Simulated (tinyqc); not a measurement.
Inside a calculation: donor near an oxide interface in a gate field (two-state model). Values are carried at full precision from step to step, so a last printed digit may differ when a step is redone from the rounded ones.

Interface at z = 0 (hard wall), donor at z = d, field F pulling electrons to the interface: potential e F z; 1 kV/cm = 1e-5 eV/angstrom, c = hbar^2/2m0, q = e^2/(4 pi eps0), Q = (eps - eo)/(eps + eo). Donor state: E_D = e F d - ED - q Q/(4 eps d), the last term joining the images of ion and electron. Interface state: z exp(-b z/2) exp(-rho^2/(2 L^2)) with E_z = c b^2/(4 mz) + 3 e F/b + q Q b/(8 eps), minimised over b; in the plane at z = 3/b the ion (distance D = d - 3/b) and its image (D' = d + 3/b) give E_rho = c/(mt L^2) - (q/eps)(sqrt(pi)/L)[erfcx(D/L) + Q erfcx(D'/L)], erfcx(x) = exp(x^2) erfc(x), minimised over L. E_I = E_z + E_rho.

Constants: hbar^2/2m0 = 3.80998211 eV angstrom^2; e^2/(4 pi eps0) = 14.39964547 eV angstrom.

Parameters, chosen for this exercise (near those of a donor in Si below SiO2, static dielectric constants; not measured data): d = 170 angstrom (depth of the donor); ED = 45.1 meV (bulk binding energy); mz = 0.916 m0 (mass across the interface); mt = 0.185 m0 (mass in the plane); eps = 11.3 (dielectric constant of the semiconductor); eo = 3.9 (dielectric constant of the oxide); F = 33.6 kV/cm (field in the semiconductor); aD = 17.1 angstrom (donor radius); v = 0.4 (valley factor).

## The interface state across the interface

Solve c b/(2 mz) - 3 e F/b^2 + q Q/(8 eps) = 0; give Q, b, the three terms of E_z and <z> = 3/b.

Q = 0.4868
b = 0.06789 1/angstrom

kinetic, field and image terms (meV): 4.79  14.85  5.26

<z> = 44.2 angstrom

The image pushes the electron away from the oxide; without it <z> would be 38.2 angstrom.

## Binding in the plane

Give D, D', the best L, both terms and E_rho.

D, D' (angstrom): 125.8  214.2

L = 115.2 angstrom

kinetic and Coulomb terms (meV): 1.55  -10.50

E_rho = -8.95 meV

The bottom of the well lies at -13.0 meV, so the level is 31 % of the way up; L/D = 0.92. Above the critical field the ionised donor would thus still hold its electron as a dot at the interface.

## Where the electron sits

The two states couple by t = t0 exp(-D/aD) with t0 = q/(eps aD) (2 aD/L) sqrt(aD b/2) v, v a valley factor; this form is an estimate. With detuning u = E_D - E_I the splitting is sqrt(u^2 + 4 t^2) and the lower state has weight (1 - u/sqrt(u^2 + 4 t^2))/2 on the donor.

Give E_D, E_I, t, the splitting and the donor weight.

E_D, E_I (meV): 11.11  15.95

t = 0.00430 meV
splitting = 4.85 meV
donor weight = 1.000

The electron is on the donor; the contact hyperfine coupling scales with the donor weight. With this t, the tunnelling time pi hbar/(2t) at a crossing would be 240 ps (hbar = 6.58212e-16 eV s); here the detuning is 1.13e+03 t.

## Critical field

Find F at which E_D = E_I; compare the rule e F d = ED. The crossing width is 4t/(e D), with t and D formed anew at that field.

critical field = 37.5 kV/cm
ED/(e d) = 26.5 kV/cm
width = 0.012 kV/cm

The confinement energy E_z = 26.6 meV raises the field needed and the attraction E_rho = -8.9 meV lowers it; the result is 1.41 times the simple rule.

## Checks

- E_z without images against 1.5 x 6^(2/3)/2 (c (e F)^2/mz)^(1/3), meV: both 19.25.
- E_rho from the radial equation in the full Coulomb well against the Gaussian trial function, meV: both -9.0.

Run: tinyqc, `OMP_NUM_THREADS=1 python tinyqc.py 1251259 1251260 out.jsonl`; Intel(R) Xeon(R) Processor @ 2.30GHz, one thread, shared host; about 0.06 s of CPU time with all checks.
